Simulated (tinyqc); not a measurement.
Where a trap does most harm: tunnelling through a thin dielectric with one trap, as a tight-binding chain.

Hopping -t everywhere, t = c/(m a^2), c = hbar^2/2m0; lead sites at 2t (band bottom 0), barrier sites 1 to N at 2t + phi, and site j has U besides. No voltage. Leads give S = -t exp(ika) on sites 1 and N, cos(ka) = 1 - E/(2t). T = (2 t sin(ka))^2 |G_1N|^2, G = (E - H - S)^-1. In the barrier cosh(q a) = 1 + (phi - E)/(2t).

Resonance: the lowest eigenvalue of H + S(E), iterated until its real part equals E (40 rounds from Eb = phi + 2t - sqrt(4t^2 + U^2), the level in an endless barrier). With v the normalised squared amplitudes of that state, Gamma_L = 2 t sin(ka) v_1, Gamma_R = 2 t sin(ka) v_N; Breit-Wigner T = Gamma_L Gamma_R/((E - Er)^2 + (Gamma_L + Gamma_R)^2/4).

Constants: hbar^2/2m0 = 3.80998211 eV angstrom^2.

Values chosen for the exercise (barrier and mass of the size used for Si3N4 on silicon; shifted at random, so the results belong to these values and not to a real crystal):

| symbol | value | unit | meaning |
|---|---|---|---|
| a | 2.5 | angstrom | site spacing |
| m | 0.4 | m0 | mass, the same in leads and barrier |
| phi | 2.18 | eV | conduction edge of the barrier above that of the leads |
| N | 8 |  | barrier sites |
| U | -3.49 | eV | extra energy on the trap site |

The trap is moved through the barrier. The area under the resonance, 2 pi Gamma_L Gamma_R/(Gamma_L + Gamma_R), sets the current through it.

Against position:

| j | Er (eV) | Gamma_L (meV) | Gamma_R (meV) | peak | area (meV) |
|---|---|---|---|---|---|
| 3 | 0.5877 | 36.5 | 0.101 | 0.0110 | 0.635 |
| 4 | 0.5934 | 5.21 | 0.733 | 0.433 | 4.04 |
| 5 | 0.5934 | 0.733 | 5.21 | 0.433 | 4.04 |
| 6 | 0.5877 | 0.101 | 36.5 | 0.0110 | 0.635 |

How do the results move, and what explains it?

The area is largest at j = 4 and 5 (4.04 meV) and 6.36 times smaller at j = 3: the slower of the two steps limits the current, so traps in the middle carry most. Each site towards a lead multiplies its width by about 7.10, close to exp(2 q a) = 7.10 at Eb.

tinyqc: `OMP_NUM_THREADS=1 python tinyqc.py 1450025 1450026 out.jsonl`; about 0.04 s, one thread, shared Intel(R) Xeon(R) Processor @ 2.30GHz.
